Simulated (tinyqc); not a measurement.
## A barrier in a uniform field, exact transmission by Airy functions: staircase approximation against the exact result

The left lead has its band edge at 0, the barrier edge falls as U(x) = U0 - F x with F = V/d for 0 < x < d, and the right lead has its edge at -V. No transverse momentum; C = hbar^2/(2 m0); psi and psi'/m are continuous. M carries (psi, psi'/m) across the barrier.

For the pair (psi, psi'/m) a flat layer has M = [[cos kd, (m/k) sin kd], [-(k/m) sin kd, cos kd]] with k = sqrt(m (E - U)/C) above its edge U, and M = [[cosh Kd, (m/K) sinh Kd], [(K/m) sinh Kd, cosh Kd]] with K = sqrt(m (U - E)/C) below it. The sloping barrier is cut into n slices of width d/n, each flat at U(x) of its centre, later slices to the left in the product. With M acting on (psi, psi'/m) and v = k/m in each lead, T(E) = 4 vL vR/[(vL vR M12 - M21)^2 + (vR M11 + vL M22)^2]. The error is against the Airy result: Energy scale e = (C F^2/m1)^(1/3), z(x) = (U(x) - E)/e, s = (dz/dx)/m1 = -F/(e m1); v = k/m in a lead. With a = Ai, a' = Ai', b = Bi, b' = Bi' at z1 (left edge) and z2 (right edge): M11 = pi (a2 b1' - b2 a1'), M12 = (pi/s)(b2 a1 - a2 b1), M21 = pi s (a2' b1' - b2' a1'), M22 = pi (b2' a1 - a2' b1).

Parameters, values chosen for the exercise; U0 - E and the mass are of the order of those of zirconium oxide on silicon; the mass of the right lead is set freely: mass in the left lead mL = 0.51 m0; barrier edge at x = 0 U0 = 1.69 eV; mass in the barrier m1 = 0.25 m0; electron energy E = 0.27 eV; barrier width d = 2.2 nm; voltage across the barrier V = 1.2 V; mass in the right lead mR = 0.62 m0.

Constants: q = 1.602176634e-19 C, hbar = 1.054571817e-34 J s, m0 = 9.1093837015e-31 kg, hbar^2/(2 m0) = 0.0380998212 eV nm^2. Results are converted to the units shown.

Staircase approximation against the exact result:
```
n         T(E)  error (%)
1    1.0088e-4      -2.30
2    1.0459e-4       1.29
4    1.0410e-4      0.813
8    1.0352e-4      0.256
16   1.0333e-4     0.0681
32   1.0328e-4     0.0173
64   1.0326e-4    4.34e-3
128  1.0326e-4    1.09e-3
```

The exact value is 1.0326e-4. One slice is off by -2.3 % and 128 slices by 0.0011 %; the last doubling cuts the error by a factor of 4.0, as expected of a second-order rule. The error stays below 1 % from n = 4 on.

Range of the model: Masses are held fixed, although real bands cease to be parabolic a few tenths of an eV from their edges.

Numbers from tinyqc (`OMP_NUM_THREADS=1 python tinyqc.py 2580110 2580111 out.jsonl`; about 0.02 s on one thread of a shared Intel Xeon 2.30GHz).
